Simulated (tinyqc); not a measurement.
# Absorption edge of a degenerate semiconductor, band filling against gap narrowing: what changes with what

n-type, parabolic bands, full ionisation. eta = (EF - Ec)/kB T solves N = Nc F12(eta), F12(x) = (2/sqrt(pi)) int_0^infinity sqrt(u)/(1 + exp(u - x)) du. The gap shrinks rigidly by dEg = a3 y^(1/3) + a4 y^(1/4) + a2 y^(1/2), y = N/1e18 cm^-3, an empirical law that is here taken as the true narrowing.

Parameters, values chosen for the exercise; band and dielectric values close to those of indium arsenide:
```
symbol    value   unit                                              meaning
T           250      K                                          temperature
Eg        0.345     eV                                             band gap
Nc      6.53e16  cm^-3  conduction-band density of states at 250 K, from me
me       0.0227     m0                                        electron mass
mh        0.417     m0                                            hole mass
a3         18.1    meV                        coefficient of (N/1e18)^(1/3)
a4          9.3    meV                        coefficient of (N/1e18)^(1/4)
a2          4.1    meV                        coefficient of (N/1e18)^(1/2)
```

Constants: q = 1.602176634e-19 C, kB = 1.380649e-23 J/K, Vt = kB T/q. Results are converted to the units shown.

Each table varies one quantity; the others keep the values above.

## The optical edge against doping

Vertical transitions need an empty final state: the edge is taken where the state lies 4 kB T below EF, E_opt = Eg - dEg + (1 + me/mh) max(eta - 4, 0) kB T; wavelength h c/(q E_opt).

The optical edge against doping:
```
N (cm^-3)       eta  dEg (meV)  filling shift (meV)  E_opt (eV)
1.7e16      -1.2541     8.5467                    0     0.33645
3.3e16     -0.50506     10.514                    0     0.33449
6.4e16      0.32179     12.955                    0     0.33205
1.2e17       1.2424     15.822                    0     0.32918
2.4e17       2.5408     19.766                    0     0.32523
4.6e17       4.2398     24.412               5.4466     0.32603
8.9e17       6.7745     30.311               63.027     0.37772
1.7e18       10.541     37.567               148.59     0.45602
3.3e18       16.476     46.930               283.40     0.58147
6.4e18       25.668     58.769               492.21     0.77844
```

E_opt goes from 0.336 through a minimum of 0.325 (at N = 2.4e17 cm^-3 among the rows listed) to 0.778 eV, against Eg = 0.345 eV; the filling shift is 0 while eta is below 4. At the end narrowing grows as N^(0.34) and EF - Ec as N^(0.67). Filling therefore wins at high density. For N = 1.7e18, 3.3e18, 6.4e18 EF lies more than 0.2 eV in the band, where non-parabolicity lowers it markedly.

## Approximations to the Fermi level

With u = N/Nc: Boltzmann ln u; Joyce-Dixon ln u + 0.353553 u - 4.95009e-3 u^2 + 1.48386e-4 u^3 - 4.42563e-6 u^4; degenerate limit (3 sqrt(pi) u/4)^(2/3). The Einstein ratio is D/(mu Vt) = F12/Fm, Fm(x) = dF12/dx = (1/sqrt(pi)) int_0^infinity u^(-1/2)/(1 + exp(u - x)) du.

Result of one run:
```
N (cm^-3)     N/Nc      eta  Boltzmann  Joyce-Dixon  degenerate  D/(mu Vt)
1.4e16     0.21440  -1.4644    -1.5399      -1.4644     0.43308     1.0753
```

What becomes of these results when the ionised donor density N is changed from 1.4e16 to 1.6e17 cm^-3, all else the same?

Result of the changed run:
```
N (cm^-3)    N/Nc     eta  Boltzmann  Joyce-Dixon  degenerate  D/(mu Vt)
1.6e17     2.4502  1.7348    0.89618       1.7348      2.1973     1.8128
```

The whole series:
```
N (cm^-3)      N/Nc       eta  Boltzmann  Joyce-Dixon  degenerate  D/(mu Vt)
2.8e15     0.042879   -3.1342    -3.1494      -3.1342     0.14811     1.0151
6.3e15     0.096478   -2.3044    -2.3384      -2.3044     0.25432     1.0340
1.4e16      0.21440   -1.4644    -1.5399      -1.4644     0.43308     1.0753
3.2e16      0.49005  -0.54117   -0.71326     -0.54117     0.75148     1.1709
7.2e16       1.1026   0.48168   0.097674      0.48168      1.2903     1.3784
1.6e17       2.4502    1.7348    0.89618       1.7348      2.1973     1.8128
3.6e17       5.5130    3.5271     1.7071       3.5266      3.7730     2.7089
8.2e17       12.557    6.4003     2.5303       6.3732      6.5317     4.4502
1.8e18       27.565    10.957     3.3165       9.8538      11.032     7.4066
```

Boltzmann is within 0.1 of eta up to N/Nc = 0.21, Joyce-Dixon within 0.01 up to 5.5, and the degenerate limit is off by 0.076 in the last row. The Einstein ratio rises from 1.02 to 7.41: degenerate carriers diffuse faster for the same mobility.

Range of the model: Band tails, non-parabolic bands and incomplete ionisation are left out.

Computed by the program tinyqc: `OMP_NUM_THREADS=1 python tinyqc.py 2330158 2330159 out.jsonl`, one thread of a shared Intel Xeon 2.30GHz, about 0.01 s for the whole run.
